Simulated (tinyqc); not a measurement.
MOS structure on a p-type body, non-linear Poisson equation by Newton steps: one step of the calculation.

One dimension, insulator interface at x = 0, acceptor density Na, uniform, net doping C = -(acceptor density). psi is counted from the intrinsic level: n = ni exp((psi - Vb)/Vt), p = ni exp(-psi/Vt); deep in the body psi_b = -Vt ln(Na/ni). The gate acts through Cox = eps0 eox/tox and has the potential psi_G = Vg - (phiM - chi - Vt ln(Nc/ni)). Boltzmann statistics, full ionisation, classical densities, no oxide or interface charge.

Problem. Scales and end potentials. ni = sqrt(Nc Nv) exp(-Eg/(2 Vt)), Eg in volts; Cox, psi_G and psi_b as defined.

Inputs (values chosen for the exercise); band and dielectric values close to those of germanium:
- T = 300 K (temperature)
- Eg = 0.659 eV (band gap)
- Nc = 1.02e19 cm^-3 (conduction-band density of states at T)
- Nv = 6e18 cm^-3 (valence-band density of states at T)
- chi = 4.06 eV (electron affinity)
- Na = 2.1e17 cm^-3 (acceptor density deep in the body)
- eox = 24.9 (relative permittivity of the gate insulator (close to zirconium oxide))
- tox = 5.1 nm (insulator thickness)
- phiM = 4.43 eV (gate work function)
- Vg = 1.38 V (gate voltage against the body)

Constants: q = 1.602176634e-19 C, kB = 1.380649e-23 J/K, Vt = kB T/q, eps0 = 8.8541878128e-14 F/cm where lengths are in cm. Results are converted to the units shown.

Wanted: ni; Cox; psi_G; psi_b.

Solution.

ni = 2.280e13 cm^-3
Cox = 4.323 uF/cm^2
psi_G = 1.346 V
psi_b = -0.2360 V

Program tinyqc, `OMP_NUM_THREADS=1 python tinyqc.py 2080021 2080022 out.jsonl`; Intel Xeon 2.30GHz, shared host, one thread, about 0.3 s.
